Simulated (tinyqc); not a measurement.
From results to parameters: Hueckel model of a polar double bond. Computed by the program tinyqc.

Problem. A C=X pi bond in Hueckel theory has H_XX = alpha + h beta, H_CC = alpha and H_CX = k beta, with two electrons. Find h, k, the charge on carbon and the bond order.

x values of the two levels (E = alpha + x beta): 1.225185  -0.265185

Solution. The sum of the x values is h and their product is -k^2; the charge on carbon is h/sqrt(h^2 + 4k^2) and the bond order 2k/sqrt(h^2 + 4k^2).

h, k: 0.9600  0.5700
charge on carbon, bond order: 0.6441  0.7649
